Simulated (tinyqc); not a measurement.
Worked calculation: extended Hueckel theory, for H4-. The parameters take no account of the charge, which enters only through the electron count, and nothing here shows that the anion is bound. Computed by tinyqc, a small Python program that keeps every step (integrals from PySCF). Settings: charge = -1, K = 1.75, multiplicity = 2. Command: `OMP_NUM_THREADS=1 python tinyqc.py 20764 20765 out.jsonl` (the two numbers bound the seeds that draw the settings). One thread of a shared host (Intel(R) Xeon(R) Processor @ 2.60GHz), about 0.01 s of CPU time with the checks.

## Overlaps

Geometry (angstrom):
```
atom,x,y,z
H,0.000000,0.000000,0.000000
H,0.000000,0.000000,0.826000
H,0.000000,0.000000,1.676000
H,0.000000,0.000000,2.502000
```

Parameters chosen for this run:
```
element,shell,Slater exponent,H_ii (eV)
H,1s,1.300000,-13.600000
```

Slater orbitals, each expanded in six Gaussians scaled to its exponent.

overlap S:
```
,1H 1s,2H 1s,3H 1s,4H 1s
1H 1s,1.000000,0.578574,0.175392,0.042269
2H 1s,0.578574,1.000000,0.562781,0.175392
3H 1s,0.175392,0.562781,1.000000,0.578574
4H 1s,0.042269,0.175392,0.578574,1.000000
```

## Wolfsberg-Helmholz matrix

diagonal H_ii (eV): 1H 1s -13.600000, 2H 1s -13.600000, 3H 1s -13.600000, 4H 1s -13.600000

K = 1.750000

H_ij = K' S_ij (H_ii + H_jj)/2 for i != j (the diagonal keeps H_ii), with K' = 1.75.

H (eV):
```
,1H 1s,2H 1s,3H 1s,4H 1s
1H 1s,-13.600000,-13.770061,-4.174336,-1.005996
2H 1s,-13.770061,-13.600000,-13.394196,-4.174336
3H 1s,-4.174336,-13.394196,-13.600000,-13.770061
4H 1s,-1.005996,-4.174336,-13.770061,-13.600000
```

## Orbitals

valence electrons = 5

Solve H C = S C e through S^(-1/2); fill by pairs from the bottom, a degenerate level sharing its electrons equally; each orbital has its largest coefficient positive (the first on a tie).

orbital energies (eV): -18.943194  -15.136543  -3.598161  23.076995

occupations: 2.000000  2.000000  1.000000  0.000000

coefficients:
```
,MO1,MO2,MO3,MO4
1H 1s,0.283192,0.572274,0.810373,-0.725146
2H 1s,0.397342,0.311739,-0.577566,1.331186
3H 1s,0.397342,-0.311739,-0.577566,-1.331186
4H 1s,0.283192,-0.572274,0.810373,0.725146
```

sum of one-electron energies = -71.757635 eV

## Mulliken analysis

P = C n C^T; charge = valence electrons (H 1) minus the sum of (P S)_ii on the atom; overlap population = 2 sum P_ij S_ij between two atoms.

charges: 1H -0.439593, 2H -0.060407, 3H -0.060407, 4H -0.439593

Overlap populations:
```
pair,value
2-1,0.131690
3-1,-0.210399
3-2,0.512111
4-1,0.013704
4-2,-0.210399
4-3,0.131690
```
